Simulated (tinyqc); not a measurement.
Worked calculation: heterojunction of two tight-binding chains. Values are carried at full precision from step to step, so a last printed digit may differ when a step is redone from the rounded ones.

Left chain: hopping -t1, sites at 2 t1 (band bottom 0). Right chain: hopping -t2, sites at dE + 2 t2 (bottom dE). t = c/(m a^2), c = hbar^2/2m0. The bond across the interface is -tc with tc = f sqrt(t1 t2), and the last left site has the extra energy U. In a chain E = bottom + 2t (1 - cos(ka)); the surface Green function of a half chain is g = -exp(ika)/t, with Im k > 0 where cos(ka) > 1.

Constants: hbar^2/2m0 = 3.80998211 eV angstrom^2.

Values chosen for the exercise (masses and offset of the size met at GaAs / AlGaAs; the results hold for these values, not for the real material):
- a = 4 angstrom (site spacing)
- m1 = 0.061 m0 (mass on the left)
- m2 = 0.098 m0 (mass on the right)
- f = 0.92 (factor on the interface hopping)
- dE = 0.29 eV (band offset)
- E = 0.351 eV (electron energy)
- U = 0 eV (extra energy on the last left site)

## Hoppings

Form t1, t2 and tc.

t1 = 3.9037 eV
t2 = 2.4298 eV
tc = 2.8334 eV

## Wave numbers and velocities

The left chain has hopping t1 and band bottom 0, the right one t2 and dE. cos(ka) = 1 - (E - bottom)/(2t); dE/dk = 2 t a sin(ka).

ka (rad): left 0.30099, right 0.15861

dE/dk (eV angstrom): left 9.2586, right 3.0703

## Self-energies on the last left site

Hoppings t1 (left), t2 (right), tc (interface); g is the surface Green function of a half chain. The rest of the left chain gives S1 = t1^2 g1 = -t1 exp(i k1 a); the right chain gives S2 = tc^2 g2 = -(tc^2/t2) exp(i k2 a).

S1 = -3.72817-1.15732i eV
S2 = -3.26259-0.52186i eV

## Transmission

The last site of the left chain has energy 2 t1 + U, and S1, S2 are the self-energies of the two half chains on it. G = 1/(E - 2 t1 - U - S1 - S2); T = 4 Im(S1) Im(S2) |G|^2.

G = -0.1533-0.5530i 1/eV
T = 0.7956

A fraction 0.2044 is reflected although the electron lies above the step.

## Checks

- T from the Green function against 1 - |r|^2 from matching plane waves: both 0.795626.

(tinyqc, `OMP_NUM_THREADS=1 python tinyqc.py 1450154 1450155 out.jsonl`, Intel(R) Xeon(R) Processor @ 2.30GHz, 1 thread, shared host, about 0.01 s.)
